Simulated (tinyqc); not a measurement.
# Composition from the perpendicular lattice constant

Question. The layer is x parts of the first compound and 1 - x of the second, grown coherently on the second as substrate and barrier. Rows of the table: lattice constant a, average valence level Ea on an absolute scale, spin-orbit splitting so, gaps at Gamma, X and L, hydrostatic deformation potentials av and ac (Gamma), shear potential b, elastic constants, electron and heavy-hole (along z) masses. All are interpolated linearly in x; gaps get -C x (1 - x), taken wholly in the conduction band; real line-ups can differ from this model by 0.1 eV or more. In-plane strain e = (a_substrate - a)/a, e_z = -2 (c12/c11) e, volume change 2 e + e_z. X-ray diffraction gives a_z = a (1 + e_z) of the coherent layer. Find x, e and the relaxed Gamma gap.

Values chosen for this exercise:
- CG = 0.37 eV (bowing of the Gamma gap)
- CX = 0.055 eV (bowing of the X gap)
- CL = 0 eV (bowing of the L gap)

Binary compounds, values chosen for the exercise:

|  | close to AlAs | close to GaAs |
|---|---|---|
| a (angstrom) | 5.661 | 5.653 |
| Ea (eV) | -7.49 | -6.92 |
| so (eV) | 0.279 | 0.345 |
| EG (eV) | 3 | 1.43 |
| EX (eV) | 2.18 | 1.9 |
| EL (eV) | 2.35 | 1.69 |
| av (eV) | 2.5 | 1.16 |
| ac (eV) | -5.63 | -7.14 |
| b (eV) | -1.51 | -1.69 |
| c11 (GPa) | 125 | 119 |
| c12 (GPa) | 52.6 | 53.6 |
| me (m0) | 0.15 | 0.0661 |
| mh (m0) | 0.466 | 0.354 |

lattice constant along the growth direction = 5.66180368 angstrom

Solution. a_z changes steadily with x, about (1 + 2 c12/c11) times as fast as the relaxed lattice constant, so one composition matches.

x = 0.5900
e = -0.08343 %
relaxed Gamma gap = 2.267 eV

Program tinyqc, `OMP_NUM_THREADS=1 python tinyqc.py 2690017 2690018 out.jsonl`; Intel Xeon 2.30GHz, shared host, one thread, about 0.01 s.
